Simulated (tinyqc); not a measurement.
Length offset and series resistance from crossing lines.

Inverse problem. R_total = Rs + k (L - dL)/Vo with constant Rs, dL and k. Find k, dL and Rs.

R_total at (L, Vo) = (50, 0.35), (150, 0.35), (50, 0.98) and (150, 0.98), L in nm and Vo in V (ohm um): 545.57143  1831.2857  271.98980  731.17347

Answer. At each overdrive R is a straight line in L with slope k/Vo; the two lines cross at L = dL, R = Rs.

k = 4.50 ohm um V/nm
dL = 16.9 nm
Rs = 120 ohm um

Program tinyqc, `OMP_NUM_THREADS=1 python tinyqc.py 2282117 2282118 out.jsonl`; Intel Xeon 2.30GHz, shared host, one thread, about 0.03 s.
